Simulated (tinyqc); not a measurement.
# Inputs raised by 2 %, one at a time

Model: thermal and gravitational stress in a wafer during furnace and rapid thermal processing, and the onset of slip. Computed by tinyqc, a small Python program. Command: `OMP_NUM_THREADS=1 python tinyqc.py 3003705 3003706 out.jsonl slip sens`. One thread of a shared host (Intel(R) Xeon(R) Processor @ 2.30GHz), about 0.01 s of CPU time with the checks.

A thin free disc in plane stress, isotropic; T(r) = T_centre + dT (r/R)^n. Stress is positive in tension; sigma_SB = 5.670374419e-8 W/(m^2 K^4), g = 9.80665 m/s^2.

Inputs (values chosen for the exercise, for a model wafer):

| quantity | value | unit |
|---|---|---|
| wafer radius R | 75 | mm |
| thickness t | 675 | micrometre |
| Young's modulus E | 153 | GPa |
| expansion alpha | 4.29 | 1e-6/K |
| edge less centre temperature dT | 16 | K |
| exponent n of the profile | 16 | - |
| temperature T | 1400 | K |
| prefactor A of the critical stress | 0.0002 | MPa |
| energy U of the critical stress | 1.1 | eV |
| density rho | 2330 | kg/m^3 |
| heat capacity c | 923 | J/(kg K) |
| conductivity k | 25.7 | W/(m K) |
| wafer spacing s | 14 | mm |
| ramp rate | 27 | K/min |

Temperature profile: edge zone, power law.

Constants: k_B = 8.617333262e-05 eV/K.

Method:
- With x = r/R: s_rr = alpha E dT (1 - x^n)/(n + 2), s_tt = alpha E dT [1 - (n + 1) x^n]/(n + 2).
- Critical resolved stress tau_c = A exp(U/(k_B T)), a form chosen for the exercise; slip when 0.492799 |s_tt(R)| > tau_c; allowed |dT| = tau_c (n + 2)/(0.492799 n alpha E).
- In a stack heated from the rim, heat flows inward by conduction and by radiation between wafers: k_eff = k + (16/3) sigma_SB T^3 s^2/t (a diffusion estimate with the spacing as path length). A steady ramp gives the parabolic lag dT = rho c (ramp) R^2/(4 k_eff); the allowed ramp uses n = 2.

Runs:

| input moved | from | to | hoop stress at the edge (MPa) | resolved over critical stress | allowed \|dT\| (K) | allowed ramp rate (K/min) |
|---|---|---|---|---|---|---|
| base run | - | - | -9.335 | 2.523 | 6.341 | 59.64 |
| wafer radius R (mm) | 75 | 76.5 | -9.335 | 2.523 | 6.341 | 57.33 |
| Young's modulus E (GPa) | 153 | 156.06 | -9.522 | 2.574 | 6.217 | 58.47 |
| expansion alpha (1e-6/K) | 4.29 | 4.3758 | -9.522 | 2.574 | 6.217 | 58.47 |
| edge less centre temperature dT (K) | 16 | 16.32 | -9.522 | 2.574 | 6.341 | 59.64 |
| temperature T (K) | 1400 | 1428 | -9.335 | 3.017 | 5.303 | 52.64 |
| wafer spacing s (mm) | 14 | 14.28 | -9.335 | 2.523 | 6.341 | 61.82 |
| heat capacity c (J/(kg K)) | 923 | 941.46 | -9.335 | 2.523 | 6.341 | 58.47 |

Exponents ln(y'/y) / ln(x'/x):

| input | hoop stress at the edge | resolved over critical stress | allowed \|dT\| | allowed ramp rate |
|---|---|---|---|---|
| wafer radius R | 0 | 0.000 | 0.000 | -2.000 |
| Young's modulus E | 1 | 1.000 | -1.000 | -1.000 |
| expansion alpha | 1 | 1.000 | -1.000 | -1.000 |
| edge less centre temperature dT | 1 | 1.000 | 0.000 | 0.000 |
| temperature T | 0 | 9.028 | -9.028 | -6.310 |
| wafer spacing s | 0 | 0.000 | 0.000 | 1.811 |
| heat capacity c | 0 | 0.000 | 0.000 | -1.000 |

To which inputs is each result most sensitive?

Among the inputs moved here: hoop stress at the edge answers most in size to Young's modulus E (exponent +1.000), and about equally to expansion alpha (+1.000), edge less centre temperature dT (+1.000); its exponent is below 0.0005 for wafer radius R, temperature T, wafer spacing s, heat capacity c. Its exponent 0.000 in wafer radius R: at given dT the stress does not depend on size. Resolved over critical stress answers most in size to temperature T (exponent +9.028), next to Young's modulus E (+1.000); its exponent is below 0.0005 for wafer radius R, wafer spacing s, heat capacity c. Allowed |dT| answers most in size to temperature T (exponent -9.028), next to Young's modulus E (-1.000); its exponent is below 0.0005 for wafer radius R, edge less centre temperature dT, wafer spacing s, heat capacity c. Its exponent -1.000 in expansion alpha: stress is alpha E dT. allowed ramp rate answers most in size to temperature T (exponent -6.310), next to wafer radius R (-2.000); its exponent is below 0.0005 for edge less centre temperature dT. Its exponent -2.000 in wafer radius R: diffusion over the radius.
